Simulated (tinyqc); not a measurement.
# Heat flow across a film from the phonon Boltzmann equation in the relaxation-time approximation, step by step

A worked calculation. Computed by tinyqc, a small Python program that keeps every step. Command: `OMP_NUM_THREADS=1 python tinyqc.py 3020445 3020446 out.jsonl slabbte walk`. One thread of a shared host (Intel(R) Xeon(R) Processor @ 2.30GHz), about 0.02 s of CPU time with the checks. Intermediate numbers are printed to about 6 digits and carried at full precision; extremes and crossings named in words are read from the listed rows.

Two black walls, hot at x = 0 and cold at x = L, emit phonons isotropically. For one free path Lambda, with tau = x/Lambda, tau_L = L/Lambda and phi = (T - T_cold)/Delta T, energy balance gives phi(tau) = (1/2) [E2(tau) + int_0^tau_L phi(s) E1(|tau - s|) ds]; E_n are the exponential integrals. The flux over the ballistic flux C v Delta T/4 is psi = 1 - 2 int_0^tau_L phi(s) E2(s) ds, and kappa_eff/kappa = (3/4) tau_L psi. kappa = C v Lambda/3 is an input, so at fixed kappa a longer free path means a smaller C v.

Inputs (values chosen for the exercise, modelled on germanium):

| quantity | value | unit |
|---|---|---|
| bulk conductivity kappa | 56.9 | W/(m K) |
| film thickness L | 42 | nm |
| wall temperature difference Delta T | 17 | K |
| free path Lambda_1 | 74 | nm |
| free path Lambda_2 | 890 | nm |
| share f_2 of kappa | 0.29 | - |
| free path Lambda_3 | 3400 | nm |
| share f_3 of kappa | 0.24 | - |
| cells n in the small system | 4 | - |

Free-path groups: three.

## The small linear system for Lambda_1

Cut the film into n equal cells with constant phi, collocated at the centres c_i: the kernel integrates to A_ij = |E2(|c_i - e_j|) - E2(|c_i - e_(j+1)|)|/2 for cell edges e_j, and A_ii = 1 - E2(half a cell); solve (1 - A) phi = E2(c)/2; psi = 1 - 2 sum_j phi_j [E3(e_j) - E3(e_(j+1))].

optical thickness tau_L = 0.567568

1 - A, lower triangle (symmetric):
```
           1          2          3         4
1   0.779807
2  -0.110487   0.779807
3  -0.067927  -0.110487   0.779807
4  -0.047218  -0.067927  -0.110487  0.779807
```

right-hand side E2(c)/2: 0.389903  0.279417  0.211489  0.164271

flux weights E3(e_j) - E3(e_(j+1)): 0.112478  0.0797524  0.0602539  0.0467638

## Temperature profile and flux in the small system

In short, (1 - A) phi = b and psi = 1 - 2 sum_j w_j phi_j, with b the right-hand side and w_j the flux weights; the cells divide 0 to tau_L.

phi at the cell centres: 0.638716  0.544780  0.455220  0.361284

psi, small system = 0.680775

## Fine solution for Lambda_1

Use 150 and 300 cells and extrapolate psi = (4 psi(300) - psi(150))/3. The jump at the hot wall is 1 - phi there (linear extrapolation from the first two of 300 cells). Two-flux (diffusion with slip) formula: psi = 1/(1 + 3 tau_L/4).

psi for Lambda_1 = 0.678791

kappa_eff/kappa for Lambda_1 = 0.288945

jump at the wall / Delta T for Lambda_1 = 0.300577

psi, two-flux formula = 0.701422

The small system misses psi by +0.29 % and the two-flux formula by +3.3 %. For Lambda_1 alone: Jumps at the walls and the gradient inside share Delta T.

## Conductivity, flux and boundary resistance of the film

Each group is solved on its own with 150 and 300 cells, psi = (4 psi(300) - psi(150))/3, and weighted by its share of kappa (f_1 is what the others leave); exchange of energy between groups inside the film is left out. Flux J = kappa_eff Delta T/L; apparent boundary resistance per wall (L/kappa_eff - L/kappa)/2.

kappa_eff = 8.41126 W/(m K)

kappa_eff/kappa = 0.147825

flux J = 3.40456 GW/m^2

apparent resistance per wall = 2.12758 m^2 K/GW

## Exact and approximate size effects

Two-flux: kappa_eff/kappa = sum f_i/(1 + 4 Lambda_i/(3 L)). Matthiessen with the thickness: sum f_i/(1 + Lambda_i/L). Ballistic limit: sum f_i 3 L/(4 Lambda_i).

Kappa_eff/kappa:

| L (nm) | Boltzmann | two-flux | Matthiessen | ballistic limit |
|---|---|---|---|---|
| 2.2 | 0.0108412 | 0.0109042 | 0.0144398 | 0.0111338 |
| 7.4 | 0.0344632 | 0.0349790 | 0.0456398 | 0.0374502 |
| 18 | 0.0759158 | 0.0777966 | 0.0989693 | 0.0910951 |
| 44 | 0.152831 | 0.157629 | 0.191982 | 0.222677 |
| 110 | 0.270564 | 0.278051 | 0.320400 | 0.556692 |
| 300 | 0.419543 | 0.427096 | 0.469574 | 1.51825 |
| 740 | 0.552182 | 0.559769 | 0.601828 | 3.74502 |
| 1800 | 0.680654 | 0.688563 | 0.728570 | 9.10951 |

The two-flux formula lies above the Boltzmann result by at most about 3.1 % (at L = 44 nm); the Matthiessen form is high by up to 33 %, since it misses the factor 3/4 of the ballistic limit. The thinnest film reaches 97 % of that limit, and the thickest, 25 Lambda_1, only 68 % of the bulk value: the long free paths keep the size effect alive far beyond Lambda_1. Rows below about 10 nm are near the phonon wavelength, where a particle picture fails.

Checks made by the program: symmetry phi(tau) + phi(tau_L - tau) = 1 (relative difference below 1e-10); thick-film limit psi = 1/(3 tau_L/4 + 1.0657) at tau_L = 20 (relative difference 2e-04).
